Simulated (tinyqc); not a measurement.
Carrier lifetime from Shockley-Read-Hall, radiative, Auger and surface recombination: one step, computed by the program tinyqc.

Energies are counted from the top of the valence band. Boltzmann statistics, full ionisation, and equal excess densities of electrons and holes.

Problem. Capture times and SRH densities. v = sqrt(3 k_B T/m) with m_e or m_h; tau_n0 = 1/(sigma_n v_n N_t), tau_p0 = 1/(sigma_p v_p N_t); n1 = N_c exp(-(E_g - E_t)/k_B T), p1 = N_v exp(-E_t/k_B T).

Inputs (values chosen for the exercise, for a model semiconductor):
```
quantity                          value   unit
gap E_g                           0.758     eV
electron mass m_e                0.0322    m_0
hole mass m_h                     0.431    m_0
temperature T                       250      K
trap level E_t                    0.657     eV
trap density N_t                1.5e+11  cm^-3
electron cross-section sigma_n  3.1e-15   cm^2
hole cross-section sigma_p      2.6e-15   cm^2
```

Doping: n-type. Surface term: two equal surfaces.

N_c = 1.103021e+17 cm^-3

N_v = 5.401521e+18 cm^-3

Constants: k_B = 1.380649e-23 J/K; m_0 = 9.1093837015e-31 kg; k_B = 8.617333262e-05 eV/K.

Give: v_n; v_p; tau_n0; tau_p0; n1; p1.

Solution.

v_n = 5.942e+07 cm/s

v_p = 1.624e+07 cm/s

tau_n0 = 3.619e-05 s

tau_p0 = 1.579e-04 s

n1 = 1.015e+15 cm^-3

p1 = 3.076e+05 cm^-3
